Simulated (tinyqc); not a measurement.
Inside a calculation: configuration-coordinate model of carrier capture at a defect. Values are carried at full precision from step to step, so a last printed digit may differ when a step is redone from the rounded ones.

Two parabolas of equal curvature k in one coordinate Q: with the carrier free at the band edge, U_f = k Q^2/2; with the carrier trapped, U_t = k (Q - dQ)^2/2 - ET. ER = k dQ^2/2, Huang-Rhys factor S = ER/hw, hw = 0.0646541 sqrt(k/M) eV for k in eV/angstrom^2 and M in u. The curves cross at a height Eb = (ER - ET)^2/(4 ER) above the free minimum.

Constants: kB = 8.617333262e-05 eV/K.

Values chosen for the exercise (of the size met at a deep level in GaN; shifted at random, so the results belong to these values and not to a real crystal):
- ET = 1.03 eV (thermal depth of the level below the band edge)
- ER = 0.38 eV (relaxation energy)
- hw = 0.04 eV (phonon energy of the mode)
- M = 40 u (mass of the mode)
- T = 77 K (temperature)
- nu = 1e+11 1/s (attempt rate)

## The two parabolas

Form S, k, dQ, the crossing point Qc = (ER - ET)/(k dQ), Eb, and the emission barrier Eb + ET.

S = 9.500
k = 15.3104 eV/angstrom^2
dQ = 0.2228 angstrom
Qc = -0.1906 angstrom

barriers (eV): capture 0.2780, emission 1.3080

ER < ET: the crossing lies on the far side of the free minimum (the inverted case), where tunnelling between vibrational states can matter much if Eb is well above hw.

## Optical transitions

Vertical ionisation from the trapped minimum costs ET + ER; vertical capture from the free minimum releases ET - ER (none if negative); the band has a standard deviation sqrt(S hw^2 coth(hw/2kT)) with S = ER/hw, and a full width 2.35482 times that.

energies (eV): ionisation peak 1.410, zero-phonon 1.030, emission peak 0.650

coth(hw/2kT) = 1.0048
standard deviation = 0.1236 eV
full width = 0.2910 eV

Radiative capture would peak at 0.650 eV. The optical peak exceeds the thermal depth by a factor 1.37.

## The multiphonon factor

Multiphonon factor for giving p = ET/hw phonons to the lattice: W = exp(-S (2 nb + 1)) ((nb + 1)/nb)^(p/2) I_p(x), nb = 1/(exp(hw/kT) - 1), x = 2 S sqrt(nb (nb + 1)), I_p the modified Bessel function. Classical limit: W = hw exp(-Eb/kT)/sqrt(4 pi ER kT). At T = 0: exp(-S) S^p/Gamma(p + 1).

Form p, nb, x and ln W, the classical ln W, and the capture time 1/(nu W).

p, nb, x: [25.7500, 0.0024, 0.9349]

ln W: quantum -11.948, classical -43.384

capture time = 1.55e-06 s

The quantum factor is 4.49e+13 times the classical one at kT/hw = 0.17: nuclear tunnelling rules.

## Emission by detailed balance

For equal degeneracies and one band-edge state, emission time = capture time x exp(ET/kT).

ET/kT = 155.229
log10 of the emission time in s = 61.60

## Checks

- Ln W for the nearest whole p against the double Poisson sum over emitted and absorbed phonons: both -12.2032.

Computed by tinyqc, a small Python program: `OMP_NUM_THREADS=1 python tinyqc.py 1481432 1481433 out.jsonl` (the numbers bound the seed that draws the inputs); one thread of a shared host (Intel(R) Xeon(R) Processor @ 2.30GHz), about 0.01 s for the whole set of steps.
